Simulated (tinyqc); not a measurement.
Inside a calculation. Model: atomic layer deposition: Langmuir saturation, growth per cycle and coating of deep features. Computed by tinyqc, a small Python program that keeps every step. Command: `OMP_NUM_THREADS=1 python tinyqc.py 3023911 3023912 out.jsonl ald walk`. One thread of a shared host (Intel(R) Xeon(R) Processor @ 2.30GHz), about 0.02 s of CPU time with the checks. Intermediate numbers are printed to about 7 digits and carried at full precision; extremes and crossings named in words are read from the listed rows.

Precursor A sticks only on free sites, so a long enough pulse saturates; co-reactant B then frees the sites again.

Inputs (values chosen for the exercise, modelled on titanium nitride from the chloride and ammonia):

| quantity | value | unit |
|---|---|---|
| precursor mass M | 190 | u |
| site density q | 2 | 1/nm^2 |
| growth per cycle at saturation G | 0.33 | angstrom |
| sticking probability beta on free sites | 0.0032 | - |
| precursor pressure p | 31 | Pa |
| temperature T | 350 | C |
| pulse time t | 0.0017 | s |
| co-reactant completion per pulse c_B | 0.99 | - |
| desorption energy E_d | 2.25 | eV |
| purge time t_p | 6.4 | s |
| aspect ratio a | 7.4 | - |

Feature: round hole.

Constants: u = 1.6605390666e-27 kg; k_B = 1.380649e-23 J/K; k_B = 8.617333262e-05 eV/K.

## Flux and saturation time

Wall flux F = p/sqrt(2 pi M k_B T); rate of filling k_a = beta F/q; desorption k_d = 1e13 exp(-E_d/(k_B T)) per second. 1/m^2 = 1e-18/nm^2. Temperatures in kelvin are T(C) + 273.15.

flux F = 237373.6 1/(nm^2 s)

k_a = 379.7978 1/s

k_d = 6.352362e-06 1/s

time to 99 % without desorption, ln(100)/k_a = 0.01212532 s

## The first four cycles

One cycle from coverage th0: pulse A gives th1 = th_s + (th0 - th_s) exp(-(k_a + k_d) t), th_s = k_a/(k_a + k_d); the purge leaves th2 = th1 exp(-k_d t_p); pulse B converts c_B th2 into film and leaves th3 = (1 - c_B) th2. Growth = G c_B th2. Start from th0 = 0.

Cycles:

| cycle | th0 | th1 | th2 | th3 | growth (angstrom) |
|---|---|---|---|---|---|
| 1 | 0.000000000 | 0.4756817 | 0.4756623 | 0.004756623 | 0.1553989 |
| 2 | 0.004756623 | 0.4781756 | 0.4781562 | 0.004781562 | 0.1562136 |
| 3 | 0.004781562 | 0.4781887 | 0.4781693 | 0.004781693 | 0.1562179 |
| 4 | 0.004781693 | 0.4781888 | 0.4781694 | 0.004781694 | 0.1562179 |

## Steady growth per cycle

The periodic state has th0 = th3: th0 = (1 - c_B) e_p th_s (1 - e_a)/(1 - (1 - c_B) e_p e_a), with e_a = exp(-(k_a + k_d) t), e_p = exp(-k_d t_p). Share of impinging molecules used = q (th1 - th0)/(F t).

coverage after pulse A = 0.4781888

growth per cycle = 0.1562179 angstrom

share of impinging molecules used = 0.002346299

The pulse is 0.65 filling times long: not fully saturated, so thickness still depends somewhat on the local dose. Caution: many metal-organic precursors decompose at such temperatures, which adds growth left out here. Caution: common pulse valves need about 10 ms, so a pulse this short is formal.

## Exposure for a deep feature

Diffusion-limited filling (Gordon) of a round hole of diameter w: a saturation front at depth z needs dz/dt = D_K n/(z (4q/w)), with Knudsen D_K = w c/3 and F = n c/4; including the entrance and floor terms, t = (q/F)(1 + 19a/4 + 3a^2/2). Reaction-limited filling needs ln(100)/k_a at any depth, k_a = beta F/q. Flow is molecular. The front picture holds when the modulus a sqrt(beta) is well above 1. Depth reached by the given pulse: solve the same formula for a. Exposure = p x diffusion-limited time; 1 langmuir = 1.33322e-4 Pa s.

diffusion-limited time = 9.966566e-04 s

exposure = 231.7424 langmuir

modulus = 0.4186072

aspect ratio reached by the front in time t = 10.09365

Diffusion needs 9.97e-4 s and reaction 0.0121 s: the surface reaction limits, though depth still lags the mouth. Caution: the modulus is not well above 1 or the Gordon time is under three times ln(100)/k_a, so there is no sharp front: the Gordon time is only a lower bound and the reaction time must be met as well. Caution: the pulse is shorter than ln(100)/k_a, so even the open surface is not saturated and the depth reached has no meaning. Caution: the depth reached is formal here: it is under 2/sqrt(beta), so no sharp front has formed.

## Coverage along the feature as the dose grows

Continuum model with steady gas transport: d2n/dz2 = 3 beta (1 - th) n/d_h^2 (d_h the hydraulic diameter, n = 1 at the mouth, no flux at the floor, 60 cells), d th/dt = beta F n (1 - th)/q; no desorption. Times are multiples of the larger of the Gordon time and ln(100)/k_a.

Coverage:

| multiple | t (s) | top cell | quarter depth | half depth | three quarters | floor cell |
|---|---|---|---|---|---|---|
| 0.05 | 0.00060627 | 0.205 | 0.189 | 0.178 | 0.171 | 0.168 |
| 0.10 | 0.00121253 | 0.368 | 0.345 | 0.327 | 0.317 | 0.313 |
| 0.20 | 0.00242506 | 0.601 | 0.576 | 0.556 | 0.544 | 0.540 |
| 0.40 | 0.00485013 | 0.841 | 0.826 | 0.814 | 0.806 | 0.804 |
| 0.60 | 0.00727519 | 0.937 | 0.930 | 0.924 | 0.921 | 0.920 |
| 0.80 | 0.00970026 | 0.975 | 0.972 | 0.970 | 0.968 | 0.968 |
| 1.00 | 0.01212532 | 0.990 | 0.989 | 0.988 | 0.987 | 0.987 |
| 1.30 | 0.01576292 | 0.997 | 0.997 | 0.997 | 0.997 | 0.997 |

At a multiple of 0.2 the coverage is 0.60 at the top and 0.54 at the floor. The coverage falls gradually with depth, without a sharp front. In the last row the floor reaches 0.997.

Checks made by the program: periodic state against 400 explicit cycles (relative difference below 1e-10).
